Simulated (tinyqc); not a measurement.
Transient enhanced diffusion after implantation: plus-n interstitials, dissolving clusters and loss to the surface: one step, computed by the program tinyqc. Command: `OMP_NUM_THREADS=1 python tinyqc.py 3000361 3000362 out.jsonl ted walk`. One thread of a shared host (Intel(R) Xeon(R) Processor @ 2.30GHz), about 0.01 s of CPU time with the checks.

The implant leaves n Q interstitials in clusters at depth R_p. While clusters last they hold the free interstitials at a supersaturation S = C_I/C_I*; interstitials drain to the surface, and the part f_I of the dopant diffusion that uses interstitials speeds up in proportion to S.

Question. Duration and total effect at this temperature. The clusters last tau = n Q/J. If they dissolve fully at this T, the extra budget is (D/D* - 1) D* tau.

Inputs (values chosen for the exercise, modelled on boron in silicon): implant dose Q = 4.3e+13 1/cm^2; interstitials kept per ion n = 1; anneal (peak) temperature T = 950 C.

Anneal: spike.

flux J = 2.259714e+13 1/(cm^2 s)

enhancement D/D* = 396.5456

equilibrium diffusivity D* = 5.342820e-15 cm^2/s

Give: duration tau; extra budget if complete.

Answer.

duration tau = 1.903 s

extra budget if complete = 4.021e-12 cm^2
